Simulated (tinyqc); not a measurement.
# Delay unit and parasitic delay from two ring oscillators

Question. A ring of 21 inverters oscillates at 1/(2 x 21 d), with stage delay d = tau (h + p) for fan-out h. Find tau, p and the delay at fan-out 4.

frequencies of 21-stage ring oscillators with fan-out 1 and 5 (GHz): 1.8255337  0.67559123

Answer. d is a straight line in h with slope tau and intercept tau p.

tau = 5.55 ps
p = 1.35
delay at fan-out 4 = 29.7 ps

Numbers from tinyqc (`OMP_NUM_THREADS=1 python tinyqc.py 2082162 2082163 out.jsonl`; about 0.01 s on one thread of a shared Intel Xeon 2.30GHz).
